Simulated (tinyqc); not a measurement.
## Mobility and threshold from two currents

Problem. In the linear region I = mu Cox (W/L) [(Vgs - VT) Vds - m Vds^2/2], Cox = eps0 eox/tox. Find mu and VT.

Values chosen for this exercise:
```
symbol  value  unit                                      meaning
eox      21.7        relative permittivity of the gate insulator
tox        22    nm                          insulator thickness
W           2    um                                   gate width
L          10    um                                  gate length
```

Constants: eps0 = 8.8541878128e-14 F/cm where lengths are in cm. Results are converted to the units shown.

I at Vgs = 0.41 and 0.91 V, Vds = 0.05 V (uA): 0.88705438  2.0660700
m = 1.0694418

Answer. The slope dI/dVgs is mu Cox (W/L) Vds; the line meets zero current at VT + m Vds/2.

mu = 270.0 cm^2/(V s)
VT = 0.007080 V

Program tinyqc, `OMP_NUM_THREADS=1 python tinyqc.py 2360149 2360150 out.jsonl`; Intel Xeon 2.30GHz, shared host, one thread, about 0.05 s.
